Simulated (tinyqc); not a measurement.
Worked calculation: extended Hueckel theory, for H6+. The parameters take no account of the charge, which enters only through the electron count. One step of it, computed by the program tinyqc.

Problem. Wolfsberg-Helmholz matrix. H_ij = K' S_ij (H_ii + H_jj)/2 for i != j (the diagonal keeps H_ii), with K' = K + D^2 + D^4 (1 - K), D = (H_ii - H_jj)/(H_ii + H_jj), K = 1.75.

overlap S, lower triangle:
```
          1H 1s     2H 1s     3H 1s     4H 1s     5H 1s     6H 1s
1H 1s  1.000000
2H 1s  0.639795  1.000000
3H 1s  0.143166  0.430407  1.000000
4H 1s  0.039727  0.143166  0.639795  1.000000
5H 1s  0.005060  0.021469  0.143166  0.430407  1.000000
6H 1s  0.001056  0.005070  0.039800  0.143401  0.640477  1.000000
```

diagonal H_ii (eV): 1H 1s -13.600000, 2H 1s -13.600000, 3H 1s -13.600000, 4H 1s -13.600000, 5H 1s -13.600000, 6H 1s -13.600000

K = 1.750000

Give: H.

Solution.

H (eV), lower triangle:
```
          1H 1s     2H 1s     3H 1s     4H 1s     5H 1s     6H 1s
1H 1s  -13.6000
2H 1s  -15.2271  -13.6000
3H 1s   -3.4073  -10.2437  -13.6000
4H 1s   -0.9455   -3.4073  -15.2271  -13.6000
5H 1s   -0.1204   -0.5110   -3.4073  -10.2437  -13.6000
6H 1s   -0.0251   -0.1207   -0.9472   -3.4129  -15.2434  -13.6000
```
